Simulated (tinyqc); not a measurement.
Inside a calculation: heterojunction of two tight-binding chains. Values are carried at full precision from step to step, so a last printed digit may differ when a step is redone from the rounded ones.

Left chain: hopping -t1, sites at 2 t1 (band bottom 0). Right chain: hopping -t2, sites at dE + 2 t2 (bottom dE). t = c/(m a^2), c = hbar^2/2m0. The bond across the interface is -tc with tc = f sqrt(t1 t2), and the last left site has the extra energy U. In a chain E = bottom + 2t (1 - cos(ka)); the surface Green function of a half chain is g = -exp(ika)/t, with Im k > 0 where cos(ka) > 1.

Constants: hbar^2/2m0 = 3.80998211 eV angstrom^2.

Values chosen for the exercise (masses and offset of the size met at InGaAs / InAlAs; not measured data): a = 2.8 angstrom (site spacing); m1 = 0.04 m0 (mass on the left); m2 = 0.08 m0 (mass on the right); f = 1 (factor on the interface hopping); dE = 0.58 eV (band offset); E = 0.66 eV (electron energy); U = -0.62 eV (extra energy on the last left site).

## Hoppings

Form t1, t2 and tc.

t1 = 12.1492 eV
t2 = 6.0746 eV
tc = 8.5908 eV

## Wave numbers and velocities

The left chain has hopping t1 and band bottom 0, the right one t2 and dE. cos(ka) = 1 - (E - bottom)/(2t); dE/dk = 2 t a sin(ka).

ka (rad): left 0.23361, right 0.11482

dE/dk (eV angstrom): left 15.7494, right 3.8974

## Self-energies on the last left site

Hoppings t1 (left), t2 (right), tc (interface); g is the surface Green function of a half chain. The rest of the left chain gives S1 = t1^2 g1 = -t1 exp(i k1 a); the right chain gives S2 = tc^2 g2 = -(tc^2/t2) exp(i k2 a).

S1 = -11.81918-2.81239i eV
S2 = -12.06918-1.39193i eV

## Transmission

The last site of the left chain has energy 2 t1 + U, and S1, S2 are the self-energies of the two half chains on it. G = 1/(E - 2 t1 - U - S1 - S2); T = 4 Im(S1) Im(S2) |G|^2.

G = 0.0472-0.2281i 1/eV
T = 0.8495

A fraction 0.1505 is reflected although the electron lies above the step.

## Checks

- T from the Green function against 1 - |r|^2 from matching plane waves: both 0.849477.

Computed by tinyqc, a small Python program: `OMP_NUM_THREADS=1 python tinyqc.py 1451863 1451864 out.jsonl` (the numbers bound the seed that draws the inputs); one thread of a shared host (Intel(R) Xeon(R) Processor @ 2.30GHz), about 0.01 s for the whole set of steps.
